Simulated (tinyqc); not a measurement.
Anisotropic wet etching of Si(100): plane rates, V-grooves, membranes and undercut: one step, computed by the program tinyqc. Command: `OMP_NUM_THREADS=1 python tinyqc.py 3021059 3021060 out.jsonl wetetch walk`. One thread of a shared host (Intel(R) Xeon(R) Processor @ 2.30GHz), about 0.01 s of CPU time with the checks.

A long slot opens the mask on a (100) wafer. The floor etches at R100; (111) walls stand at theta = arctan(sqrt2) = 54.7356 degrees to the surface and recede at R111 along their normal.

Problem. Shape after the time t. A misaligned edge exposes ledges and adds R100 sin(misalignment) to the lateral rate (a simple estimate): u = R111/sin(theta) + R100 sin(misalignment). Top width W = w + 2 u t; floor width b = W - 2 z/tan(theta) = W - sqrt2 z. The floor lasts until b = 0, at t_V = w/(sqrt2 R100 - 2u); depth z = R100 t before t_V and W/sqrt2 after.

Inputs (values chosen for the exercise, close to those used for potassium hydroxide solutions): bath temperature T = 95 C; width w (mask opening along <110>, or membrane width in the design step) = 26 um; misalignment of the mask = 0.2 degrees; etch time t = 460 min.

R100 = 2.648301 um/min

R111 = 0.01072369 um/min

Give: lateral rate u; time t_V to close the V; top width W; depth z; floor width b.

Solution.

lateral rate u = 0.022378 um/min

time t_V to close the V = 7.0261 min

top width W = 46.588 um

depth z = 32.943 um

floor width b = 0 um

The groove has closed to a V and now deepens at sqrt2 u = 0.0316 um/min, 1.2 % of R100.
